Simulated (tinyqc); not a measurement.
Worked calculation: growth of a silicide layer between metal and silicon: linear-parabolic kinetics, ramp anneals and Kissinger analysis. Computed by tinyqc, a small Python program that keeps every step. Command: `OMP_NUM_THREADS=1 python tinyqc.py 3003070 3003071 out.jsonl silicide walk`. One thread of a shared host (Intel(R) Xeon(R) Processor @ 2.30GHz), about 0.1 s of CPU time with the checks. Intermediate numbers are printed to about 6 digits and carried at full precision; extremes and crossings named in words are read from the listed rows.

One compound layer of thickness x grows by diffusion through itself and reaction at an interface, dx/dt = 1/(2x/K + 1/v), until the metal is used up at x = a h.

Inputs (values chosen for the exercise, modelled on NiSi):
```
quantity,value,unit
metal thickness h,57,nm
silicide formed per metal thickness a,2.2,-
silicon consumed per metal thickness b,1.83,-
prefactor of the parabolic constant K,3.7e+14,nm^2/s
activation energy E of K,1.68,eV
prefactor of the interface velocity v,2e+14,nm/s
activation energy E_v,1.85,eV
temperature T,340,C
time t,6.3,s
ramp rate beta,0.1,C/s
silicide resistivity,17,micro-ohm cm
junction depth x_j,25,nm
```

Constants: k_B = 8.617333262e-05 eV/K.

## Final thickness

The silicide ends at the thickness a h.

final thickness = 125.4 nm

## Geometry at full reaction

Silicon consumed b h, sheet resistance rho/(final thickness) with 1 micro-ohm cm/nm = 10 ohm; margin to the junction x_j - b h.

silicon consumed = 104.31 nm

sheet resistance = 1.35566 ohm/square

margin to the junction = -79.31 nm

The silicide would punch through the junction.

## Isothermal growth

K = K0 exp(-E/(k_B T)), v = v0 exp(-E_v/(k_B T)). Temperatures in kelvin are T(C) + 273.15. x^2/K + x/v = t, so x = (K/(2v)) [sqrt(1 + 4 v^2 t/K) - 1], capped at a h; completion time t_c = (a h)^2/K + a h/v, a h being the final thickness; crossover thickness K/v.

K = 5.74731 nm^2/s

v = 0.124446 nm/s

crossover thickness = 46.1832 nm

thickness at time t = 0.771132 nm

completion time = 3743.76 s

1 % has reacted. Diffusion makes up 73 % of the completion time.

## Ramp anneal

Ramp from x = 0 at 100 C at the rate beta: dx/dT = (1/beta)/(2x/K + 1/v), integrated adaptively (tolerance 1e-9) until x = a h at T_f.

completion temperature T_f = 399.455 C

## Kissinger analysis

Plot ln(beta/T_f^2) against 1/(k_B T_f), T_f in kelvin; minus the least-squares slope estimates the activation energy.

Ramps:
```
beta (C/s),T_f (C),1/(k_B T_f) (1/eV),ln(beta/T_f^2)
0.03,374.782,17.9101,-16.4541
0.1,399.455,17.2531,-15.3249
0.3,423.657,16.6538,-14.2970
1,452.242,15.9976,-13.1734
3,480.424,15.3993,-12.1510
10,513.891,14.7445,-11.0340
30,547.079,14.1479,-10.0180
```

Kissinger energy = 1.71068 eV

A thousandfold faster ramp raises the completion temperature by only 172 C. The fit gives 1.711 eV, against E = 1.68 eV for diffusion and E_v = 1.85 eV for the interface: it lies 18 % of the way from E to E_v, as both steps resist. Caution: nucleation and competing phases are left out; disilicides such as CoSi2 and the low-resistance form of TiSi2 start by nucleation and follow this law at best in part.

Checks made by the program: isothermal closed form against integration (relative difference below 1e-10).
